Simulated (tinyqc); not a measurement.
Permeation of metal atoms or ions through a thin barrier or dielectric: time lag, field-aided drift and lifetime: one step, computed by the program tinyqc.

The film 0 < x < d is empty at first; C = C0 at x = 0 and C = 0 at x = d. dC/dt = D d2C/dx2 - v dC/dx with drift v = D z e V/(k_B T d) (uniform field, no space charge).

Problem. Scales. D = D0 exp(-E/(k_B T)); time scale d^2/D; Peclet number P = z V/(k_B T), k_B T in eV; 1 nm = 1e-7 cm. Temperatures in kelvin are T(C) + 273.15.

Inputs (values chosen for the exercise, for a model case: singly charged ions through a dielectric):

| quantity | value | unit |
|---|---|---|
| thickness d | 50 | nm |
| prefactor D0 | 0.66 | cm^2/s |
| activation energy E | 1.11 | eV |
| charge number z | 1 | - |
| voltage V (positive drives ions across) | 0.034 | V |
| test temperature T | 125 | C |

Constants: k_B = 8.617333262e-05 eV/K.

Give: diffusivity D; time scale d^2/D; Peclet number P.

Solution.

diffusivity D = 5.877e-15 cm^2/s

time scale d^2/D = 4254 s

Peclet number P = 0.9910
